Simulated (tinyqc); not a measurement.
Microkinetic model of a Langmuir-Hinshelwood surface reaction A + (1/2) B2 = AB with Bronsted-Evans-Polanyi barriers. Changing the temperature T. Computed by tinyqc, a small Python program. Command: `OMP_NUM_THREADS=1 python tinyqc.py 3010766 3010767 out.jsonl microkin sweep`. One thread of a shared host (Intel(R) Xeon(R) Processor @ 2.30GHz), about 0.01 s of CPU time with the checks.

A adsorbs in equilibrium; B2 dissociates irreversibly on two free sites; adsorbed A and B react irreversibly and AB leaves at once. theta_A + theta_B + theta_* = 1.

Inputs (values chosen for the exercise, for a model catalyst): adsorption energy of A, E_A = -0.757 eV; adsorption energy per B atom, E_B = -1.08 eV; entropy loss of A, S_A = 1.3 meV/K; entropy loss of B2, S_B = 1.7 meV/K; slope a1 of the dissociation barrier = 0.48; intercept b1 = 1.1 eV; slope a2 of the reaction barrier = 0.41; intercept b2 = 0.23 eV; pressure p_A = 0.0018 bar; pressure p_B = 0.051 bar.

Constants: k_B = 8.617333262e-05 eV/K; hbar = 6.582119569e-16 eV s.

Method:
- K_A = exp(-(E_A + T S_A)/(k_B T)) per bar; barriers E1 = max(b1 + a1 2 E_B, 0), E2 = b2 - a2 (E_A + E_B); k1 = (k_B T/h) exp(-S_B/k_B) exp(-E1/(k_B T)) per bar, k2 = (k_B T/h) exp(-E2/(k_B T)), h = 2 pi hbar.
- theta_A = K_A p_A theta_*; 2 k1 p_B theta_*^2 = k2 theta_A theta_B, so theta_B = w theta_* with w = 2 k1 p_B/(k2 K_A p_A); theta_* = 1/(1 + K_A p_A + w); rate r = k2 theta_A theta_B.
- From r = 2 k1 p_B theta_*^2: order in p_B and degree of control of step 1 = 1 - 2 theta_B; control of step 2 = 2 theta_B; order in p_A = 2 (theta_B - theta_A). Apparent energy = (E1 + k_B T)(1 - 2 theta_B) + (E2 + k_B T) 2 theta_B + E_A x order in p_A.

One run for each value:
```
temperature T (K)  rate r (1/s per site)  apparent activation energy (eV)     theta_A  theta_B  theta_*
400                           8.8377e-02                          0.45066  2.7022e-02  0.95748  0.01550
462                           4.7442e-01                          0.42253  2.7036e-03  0.96775  0.02955
525                           1.6860e+00                          0.41942  4.4385e-04  0.95204  0.04751
588                           4.5435e+00                          0.41765  1.0636e-04  0.93151  0.06838
712                           1.8965e+01                          0.41339  1.3133e-05  0.88609  0.11390
775                           3.2746e+01                          0.41109  5.8184e-06  0.86243  0.13757
838                           5.1954e+01                          0.40894  2.9009e-06  0.83918  0.16082
900                           7.6675e+01                          0.40708  1.6026e-06  0.81708  0.18292
```

Give the missing row, temperature T (K) = 650.

Computed row:
```
temperature T (K)  rate r (1/s per site)  apparent activation energy (eV)     theta_A  theta_B  theta_*
650                           9.9553e+00                          0.41563  3.3935e-05  0.90925  0.09071
```

Interpolating between the two neighbouring rows (linearly) misses most in theta_A, by 76 %. Over the rows, rate r (1/s per site) rises from 0.0884 to 76.7 (exponent d ln y / d ln x 12 between the first rows and 5.5 between the last); apparent activation energy (eV) falls from 0.451 to 0.407 (exponent d ln y / d ln x -0.45 between the first rows and -0.064 between the last); theta_A falls from 0.0270 to 1.60e-6 (exponent d ln y / d ln x -16 between the first rows and -8.3 between the last).

Caution (rows 900): B is close to or above its equilibrium coverage with B2 gas, so leaving out the desorption of B2 is not justified.
